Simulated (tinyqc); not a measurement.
# MOS capacitor on a p-type substrate, surface potential from the exact charge relation: effect of the temperature on threshold and swing

Uniform p-type substrate, Boltzmann statistics, full ionisation, classical densities. psi is the surface potential against the body (positive when the bands bend down) and u = psi/Vt. Traps are spread evenly over the gap and neutral at flat band, so their charge is -q Dit psi; the minority quasi-Fermi level is shifted by Vb.

Nc and Nv are given at 250 K and scale as (T/250 K)^1.5; Eg is held fixed. ni = sqrt(Nc Nv) exp(-Eg/(2 Vt)), Eg in volts; phiF = Vt ln(N/ni); Cox = eps0 eox/tox; Vfb = phiM - chi - (Eg - Vt ln(Nv/N)) - q Nf/Cox; VT = Vfb + [(2 phiF + Vb)(1 + q Dit/Cox) + sqrt(2 eps0 eps_r q N (2 phiF + Vb))/Cox]. gamma = sqrt(2 eps0 eps_r q N)/Cox; Wm = sqrt(2 eps0 eps_r (2 phiF + Vb)/(q N)); m = 1 + (eps0 eps_r/Wm + q Dit)/Cox; swing m Vt ln 10; Cmin/Cox = 1/(1 + Cox Wm/(eps0 eps_r)).

Values chosen for this exercise; band and dielectric values close to those of silicon:
```
symbol,value,unit,meaning
Eg,1.11,eV,band gap
eps_r,11.8,,relative permittivity
Nc,2.15e19,cm^-3,conduction-band density of states at the reference temperature
Nv,2.02e19,cm^-3,valence-band density of states at the reference temperature
chi,4.02,eV,electron affinity
N,1.5e17,cm^-3,acceptor density of the substrate
eox,3.9,,relative permittivity of the gate insulator (close to silicon dioxide)
tox,6.7,nm,insulator thickness
phiM,4.11,eV,gate work function
Nf,0,cm^-2,"fixed charge at the interface, in units of q"
Dit,0,cm^-2 eV^-1,density of interface traps
Vb,0,V,reverse bias of the inversion layer against the body
```

Constants: q = 1.602176634e-19 C, kB = 1.380649e-23 J/K, Vt = kB T/q, eps0 = 8.8541878128e-14 F/cm where lengths are in cm. Results are converted to the units shown.

The same in every row: gamma (V^0.5) = 0.4348.

Result of one run:

| T (K) | Vfb (V) | 2 phiF (V) | VT (V) | Wm (nm) | m | swing (mV/decade) | Cmin/Cox |
|---|---|---|---|---|---|---|---|
| 200 | -0.9413 | 0.9515 | 0.4343 | 90.95 | 1.223 | 48.53 | 0.1823 |

What becomes of these results when the temperature T is changed from 200 to 280 K, all else the same?

Result of the changed run:

| T (K) | Vfb (V) | 2 phiF (V) | VT (V) | Wm (nm) | m | swing (mV/decade) | Cmin/Cox |
|---|---|---|---|---|---|---|---|
| 280 | -0.8976 | 0.8637 | 0.3702 | 86.66 | 1.234 | 68.55 | 0.1896 |

The whole series:

| T (K) | Vfb (V) | 2 phiF (V) | VT (V) | Wm (nm) | m | swing (mV/decade) | Cmin/Cox |
|---|---|---|---|---|---|---|---|
| 200 | -0.9413 | 0.9515 | 0.4343 | 90.95 | 1.223 | 48.53 | 0.1823 |
| 240 | -0.9199 | 0.9084 | 0.4030 | 88.87 | 1.228 | 58.48 | 0.1857 |
| 280 | -0.8976 | 0.8637 | 0.3702 | 86.66 | 1.234 | 68.55 | 0.1896 |
| 320 | -0.8746 | 0.8175 | 0.3360 | 84.31 | 1.240 | 78.76 | 0.1938 |
| 360 | -0.8509 | 0.7699 | 0.3005 | 81.82 | 1.248 | 89.13 | 0.1986 |
| 400 | -0.8267 | 0.7213 | 0.2638 | 79.19 | 1.256 | 99.69 | 0.2038 |
| 440 | -0.8020 | 0.6715 | 0.2259 | 76.41 | 1.265 | 110.5 | 0.2097 |

As T goes from 200 to 440, VT falls from 0.434 to 0.226 V, the swing rises from 48.5 to 110 mV/decade and Cmin/Cox rises from 0.182 to 0.210. Of the change of VT by -0.208 V, 0.139 V comes from Vfb and -0.348 V from the band bending and the charge it takes. VT changes by -0.868 mV/K on average.

tinyqc, about 0.01 s, one thread, Intel Xeon 2.30GHz (shared host): `OMP_NUM_THREADS=1 python tinyqc.py 2060019 2060020 out.jsonl`
